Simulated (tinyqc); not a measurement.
Rotating the field: cyclotron resonance of ellipsoidal valleys, Si type.

Valleys along [100], [010], [001] (each with its opposite partner), mass ml along the axis and mt across it. B lies in the (1-10) plane, b = (sin(theta)/sqrt2, sin(theta)/sqrt2, cos(theta)). For the angle phi between B and the axis, 1/mc^2 = cos^2(phi)/mt^2 + sin^2(phi)/(mt ml). Resonance: h nu = 2 muB B/mc, h = 2 pi hbar.

Inputs chosen for the exercise (out of a larger set: near those of Si; not measured data):

| symbol | value | unit | meaning |
|---|---|---|---|
| ml | 0.931 | m0 | longitudinal mass |
| mt | 0.194 | m0 | transverse mass |
| ths | (0, 20, 35, 50, 65, 80, 90) | degrees | angles |

mc against theta; [100] and [010] stay equal in this plane.

Cyclotron masses (m0):

| theta (degrees) | [100] | [001] |
|---|---|---|
| 0 | 0.4250 | 0.1940 |
| 20 | 0.3844 | 0.2037 |
| 35 | 0.3334 | 0.2256 |
| 50 | 0.2923 | 0.2651 |
| 65 | 0.2656 | 0.3280 |
| 80 | 0.2521 | 0.4026 |
| 90 | 0.2496 | 0.4250 |

How do the results move, and what explains it?

All valleys give one line at theta = 54.7 degrees, B along [111], with mc = 0.2823. The [001] pair goes from mt to sqrt(ml mt), a factor 2.19; the other four only fall from sqrt(ml mt) to 0.2496, since their angle to B never drops below 45 degrees.

Program tinyqc; command `OMP_NUM_THREADS=1 python tinyqc.py 1281157 1281158 out.jsonl`; about 0.01 s on one thread of a shared Intel(R) Xeon(R) Processor @ 2.30GHz.
